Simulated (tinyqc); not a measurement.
## Off-state leakage of single and stacked transistors: leakage components against the temperature

n-channel devices of unit width. Subthreshold current I(Vg, Vs, Vd) = I0 (T/300 K)^0.5 exp[(Vg - Vs - VT(T) - gb (Vs - Vb) + dd (Vd - Vs))/(nf Vt)] (1 - exp(-(Vd - Vs)/Vt)), VT(T) = VT - cT (T - 300 K). Gate-edge tunnelling Ig (Vd/1 V) exp(ag (Vd - 1 V)), for a gate at 0 V, and band-to-band leakage Ab u exp(-Bb/u), u = Vd - Vb + 1 V, flow at a drain held at V; both are taken as independent of T. In a stack of off transistors (all gates at 0 V) the same subthreshold current passes through each.

One transistor with Vg = Vs = 0, Vd = V; stack factor I(one)/I(two in series).

Inputs (values chosen for the exercise); values of the order met in bulk silicon logic transistors:
- V = 1.2 V (supply voltage)
- VT = 0.31 V (threshold at 300 K, zero drain and body bias)
- cT = 0.9 mV/K (fall of the threshold with temperature)
- I0 = 0.92 uA/um (current at threshold at 300 K)
- nf = 1.31 (slope factor)
- dd = 0.14 (drain-induced lowering per volt)
- gb = 0.15 (rise of the threshold per volt of source-body bias)
- Ig = 3e-5 uA/um (gate-edge tunnelling current at 1 V)
- ag = 5.5 1/V (exponential slope of the gate current)
- Ab = 200 uA/(um V) (prefactor of band-to-band leakage at the drain)
- Bb = 25 V (its exponential voltage)
- Vb = 0 V (body voltage)

Constants: q = 1.602176634e-19 C, kB = 1.380649e-23 J/K, Vt = kB T/q. Results are converted to the units shown.

The same in every row: gate edge (nA/um) = 0.10815; band-to-band (nA/um) = 5.1084.

Results:
```
T (K)  subthreshold (nA/um)  total (nA/um)  stack factor  largest part
250                  1.1131         6.3297        215.70  band-to-band
300                  13.893         19.110        88.641  subthreshold
325                  36.864         42.080        63.075  subthreshold
350                  85.320         90.536        47.179  subthreshold
375                  176.99         182.20        36.729  subthreshold
400                  335.84         341.05        29.540  subthreshold
425                  592.08         597.30        24.404  subthreshold
```

Estimate the missing row, T = 275 K.

Computed row:
```
T (K)  subthreshold (nA/um)  total (nA/um)  stack factor  largest part
275                  4.4014         9.6180        132.71  band-to-band
```

With this row back in the table: As T goes from 250 to 425, the total leakage rises from 6.33 to 597 nA/um. The band-to-band part leads at T = 250, the subthreshold part from 300 on. The subthreshold part doubles every 30.6 K between the last two rows. The reduction by a stack of two falls from 216 to 24.4, for the subthreshold part alone. For T = 350, 375, 400, 425 the gate is within about 3 nf Vt of threshold, where the exponential law overstates the current.

Numbers from tinyqc (`OMP_NUM_THREADS=1 python tinyqc.py 2242061 2242062 out.jsonl`; about 0.03 s on one thread of a shared Intel Xeon 2.30GHz).
